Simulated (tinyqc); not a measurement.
Worked calculation: Jacobi rotations on a symmetric matrix. Computed by tinyqc, a small Python program that keeps every step. Settings: method = jacobi. Command: `OMP_NUM_THREADS=1 python tinyqc.py 31343 31344 out.jsonl` (the two numbers bound the seeds that draw the settings). One thread of a shared host (Intel(R) Xeon(R) Processor @ 2.60GHz), about 0.01 s of CPU time with the checks.

## Jacobi rotation 1

A:
```
           1          2          3          4          5
1   1.600000  -0.211000   0.188000   0.071000   0.426000
2  -0.211000   3.000000   0.099000  -0.031000   0.243000
3   0.188000   0.099000   3.144000   0.074000  -0.046000
4   0.071000  -0.031000   0.074000   3.520000   0.126000
5   0.426000   0.243000  -0.046000   0.126000   3.666000
```

Take the largest off-diagonal element A_pq; tan 2 theta = 2 A_pq / (A_qq - A_pp) with |theta| <= pi/4; A' = J^T A J with J_pp = J_qq = cos, J_pq = sin, J_qp = -sin.

p, q, theta (rad): 1.000000  5.000000  0.195571

A':
```
           1          2          3          4          5
1   1.515608  -0.254199   0.193355   0.045161   0.000000
2  -0.254199   3.000000   0.099000  -0.031000   0.197365
3   0.193355   0.099000   3.144000   0.074000  -0.008590
4   0.045161  -0.031000   0.074000   3.520000   0.137395
5   0.000000   0.197365  -0.008590   0.137395   3.750392
```

## Jacobi rotation 2

As before.

p, q, theta (rad): 1.000000  2.000000  -0.164987

A':
```
          1          2          3          4          5
1  1.473284   0.000000   0.206989   0.039457   0.032415
2  0.000000   3.042324   0.065899  -0.037996   0.194685
3  0.206989   0.065899   3.144000   0.074000  -0.008590
4  0.039457  -0.037996   0.074000   3.520000   0.137395
5  0.032415   0.194685  -0.008590   0.137395   3.750392
```

## All rotations

The off-diagonal norm falls at every rotation.

Rotations:
```
step    p    q      theta  off-diagonal norm
1       1    5   0.195571           5.97e-01
2       1    2  -0.164987           4.77e-01
3       1    3   0.121446           3.76e-01
4       2    5   0.251385           2.56e-01
5       4    5   0.361337           1.87e-01
6       3    4   0.213071           1.60e-01
7       2    3   0.380303           1.17e-01
8       2    4  -0.089394           9.56e-02
9       1    5   0.016215           7.82e-02
10      2    5  -0.041067           5.85e-02
11      3    5   0.038638           4.58e-02
...   ...  ...        ...                ...
18      2    3  -0.002406           6.12e-04
19      2    4   0.000781           1.46e-04
20      3    4  -0.000327           2.59e-05
21      1    5  -0.000005           1.84e-05
22      2    5  -0.000014           5.89e-06
23      1    4   1.54e-06           3.87e-06
24      1    2  -1.81e-06           2.02e-07
25      4    5  -3.17e-07           1.23e-07
26      2    3   3.49e-07           5.12e-08
27      3    5   4.44e-08           2.94e-08
28      1    3   1.20e-08           6.98e-11
```

eigenvalues: 1.447091  2.955822  3.182983  3.493520  3.850584
